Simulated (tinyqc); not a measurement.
From results back to parameters: electrons shared among three sets of ellipsoidal valleys. Three cases, with inputs chosen for the exercise.

Problem. With Boltzmann statistics n(L)/n(Gamma) = R exp(-dE/kB T), where R = N_2/N_1 does not depend on T. Two ratios were computed from hidden R and dE.

Constants: kB = 8.617333262e-05 eV/K.

Find: dE; R.

Method. dE = kB ln(ratio_b/ratio_a)/(1/Ta - 1/Tb); then R = ratio_a exp(dE/kB Ta).

Case 1.

Values chosen (out of a larger set: masses and offsets near those of GaSb; mobilities are free inputs, held fixed; not measured data): Ta = 300 K; Tb = 500 K.

ratio at Ta = 3.37366
ratio at Tb = 10.4385

Solution.

dE = 0.073 eV
R = 56.8

Case 2.

Values chosen (out of a larger set: masses and offsets near those of GaAs; mobilities are free inputs, held fixed; not measured data): Ta = 300 K; Tb = 500 K.

ratio at Ta = 7.24824e-05
ratio at Tb = 0.0115957

Solution.

dE = 0.328 eV
R = 23.5

Case 3.

Values chosen (out of a larger set: masses and offsets near those of GaSb; mobilities are free inputs, held fixed; not measured data): Ta = 300 K; Tb = 450 K.

ratio at Ta = 3.47823
ratio at Tb = 8.80116

Solution.

dE = 0.072 eV
R = 56.4

Computed by tinyqc, one run a case: `OMP_NUM_THREADS=1 python tinyqc.py N N+1 out.jsonl` with N = 1680610, 1681067, 1681134; one thread of a shared Intel(R) Xeon(R) Processor @ 2.30GHz, about 0.01 s a run at most.
